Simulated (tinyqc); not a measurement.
Resistance of a tapered via with liner, size effect and interface: one step of the calculation.

A round via whose diameter grows from db at the bottom as D(z) = db + 2 z/tan(ang). The fill, of diameter D - 2 tl, starts above the bottom liner (thickness fb tl) and has rho = rho0 (1 + ks lam/(D - 2 tl)); the sidewall liner conducts in parallel with it. The bottom liner and the interface are crossed over the full area pi db^2/4. Spreading in the lines above and below is left out.

Problem. Slices of the via. Slices between z0 = fb tl and hv, evaluated at their midpoints: conductance per length pi/4 [(D - 2 tl)^2/rho + (D^2 - (D - 2 tl)^2)/rl], slice resistance = slice height over that. 10 slices.

Inputs (values chosen for the exercise); fill metal close to tungsten: diameter at the bottom db = 8.3 nm; height hv = 31 nm; sidewall angle ang = 89 degrees; bulk resistivity of the fill rho0 = 5.17 uohm cm; mean free path of the fill lam = 15.5 nm; size-effect factor ks = 1.2; liner on the sidewall tl = 1.7 nm; liner at the bottom over that on the sidewall fb = 0.7; resistivity of the liner rl = 190 uohm cm.

Wanted: z; D; rho; slice resistance.

Solution.

z, slice 0 to 9 (nm): [2.680, 5.662, 8.643, 11.62, 14.60, 17.59, 20.57, 23.55, 26.53, 29.51]
D, slice 0 to 9 (nm): [8.394, 8.498, 8.602, 8.706, 8.810, 8.914, 9.018, 9.122, 9.226, 9.330]
rho, slice 0 to 9 (uohm cm): [24.43, 24.03, 23.66, 23.29, 22.95, 22.61, 22.29, 21.98, 21.68, 21.39]
slice resistance, slice 0 to 9 (ohm): [30.11, 28.66, 27.29, 26.01, 24.81, 23.68, 22.62, 21.62, 20.68, 19.79]

Program tinyqc, `OMP_NUM_THREADS=1 python tinyqc.py 2750013 2750014 out.jsonl`; Intel Xeon 2.30GHz, shared host, one thread, about 0.01 s.
